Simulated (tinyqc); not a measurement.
Plane-wave Kohn-Sham cycle with exchange-only LDA in a layered model solid, step by step. One step of it, computed by the program tinyqc.

Question. Iteration 1: levels at that k. Diagonalise the Hermitian matrix.

H (hartree):
```
           -2         -1         +0         +1         +2
-2   0.148193  -0.085000  -0.010000   0.000000   0.000000
-1  -0.085000  -0.080261  -0.085000  -0.010000   0.000000
+0  -0.010000  -0.085000  -0.156412  -0.085000  -0.010000
+1   0.000000  -0.010000  -0.085000  -0.080261  -0.085000
+2   0.000000   0.000000  -0.010000  -0.085000   0.148193
```

Give: eigenvalues.

Answer.

eigenvalues (hartree): -0.2580  -0.0994  -0.0177  0.1773  0.1774
